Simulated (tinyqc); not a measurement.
Schottky barrier with interface states (Cowley-Sze model), image lowering and contact resistance: one step, computed by the program tinyqc. Command: `OMP_NUM_THREADS=1 python tinyqc.py 3026334 3026335 out.jsonl pinning walk`. One thread of a shared host (Intel(R) Xeon(R) Processor @ 2.30GHz), about 0.01 s of CPU time with the checks.

An n-type semiconductor under a metal. The barrier lies between the Schottky-Mott limit phi_M - chi and the Bardeen limit E_g - E_n, E_n being the neutrality level of the interface states; the space-charge term of the full Cowley-Sze expression is left out.

Task: Tunnelling scale and contact resistivity. A* = 4 pi e m_e M_c k_B^2/h^3 (a simple valley count); J_s = A* T^2 exp(-phi/k_B T). E_00 = (e hbar/2) sqrt(N/(m_e eps_s eps_0)), E_0 = E_00 coth(E_00/k_B T); scaling form of the contact resistivity rho_c = (k_B/(e A* T)) exp(phi_B/E_0), which is the thermionic result when E_00 << k_B T and keeps only the leading exponential of tunnelling when E_00 >> k_B T; image lowering is left out of it.

Inputs (values chosen for the exercise, for a model semiconductor):

| quantity | value | unit |
|---|---|---|
| dielectric constant eps_s | 13.6 | - |
| electron mass m_e | 0.0906 | m_0 |
| valleys M_c | 1 | - |
| donor density N | 1.6e+16 | cm^-3 |
| temperature T | 300 | K |

Pinning factor from: interface states.

barrier phi_B = 0.4473061 eV

Constants: k_B = 8.617333262e-05 eV/K; hbar = 1.054571817e-34 J s; m_0 = 9.1093837015e-31 kg; eps_0 = 8.8541878128e-12 F/m; e = 1.602176634e-19 C; k_B = 1.380649e-23 J/K; h = 6.62607015e-34 J s.

Give: E_00; E_00/k_B T; E_0; contact resistivity rho_c.

Result:

E_00 = 0.002116 eV

E_00/k_B T = 0.08184

E_0 = 0.02591 eV

contact resistivity rho_c = 0.8298 ohm cm^2

With the usual bounds 0.5 and 5 on E_00/k_B T the regime is thermionic emission.
